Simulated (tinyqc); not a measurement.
Keating valence-force model of a tetrahedral crystal: one step, computed by the program tinyqc.

Atom A sits at 0 and atom B at a/4 (1,1,1) of an fcc lattice; the four bonds from A are t = a/4 (1,1,1), a/4 (1,-1,-1), a/4 (-1,1,-1), a/4 (-1,-1,1), of length d = sqrt(3) a/4. Energy: E = (3 alpha/(8 d^2)) sum over bonds (r.r - d^2)^2 + (3 beta/(8 d^2)) sum over pairs of bonds at one atom (r_i.r_j + d^2/3)^2, with beta_A for the six pairs at A and beta_B for the six at B. The cell holds two atoms, Omega = a^3/4. 1 N/m = 1 J/m^2. With constants fitted to the elastic moduli this model puts optical and zone-boundary frequencies of real crystals too high, by up to about 20 % in elemental crystals and up to about 50 % in compounds, and mostly by more for TA modes; in compounds the lattice part of the static dielectric constant then comes out too low.

Question. LO-TO splitting. The long-range field adds 4 pi Z*^2 (e^2/(4 pi eps_0))/(eps_inf Omega mu) to lambda for the longitudinal mode at q -> 0; lambda = (nu/15.6333042 THz)^2; eps_0 = eps_inf (nu_LO/nu_TO)^2 (Lyddane-Sachs-Teller; here eps_0 is the static dielectric constant).

Inputs (values chosen for the exercise, modelled on gallium phosphide): lattice constant a = 5.451 angstrom; Born charge Z* = 2.02 e; eps_inf = 9.26.

Structure: zinc blende.

nu_TO at G = 13.02245 THz

reduced mass mu = 21.44432 u

Constants: nu for 1 eV/(angstrom^2 u) = 15.6333042 THz; e^2/(4 pi eps_0) = 14.39964548 eV angstrom.

Give: nu_LO at G; static dielectric constant.

Answer.

nu_LO at G = 13.86 THz

static dielectric constant = 10.49

The splitting is 6.4 % of nu_TO, and the lattice adds 1.23 to the dielectric constant.
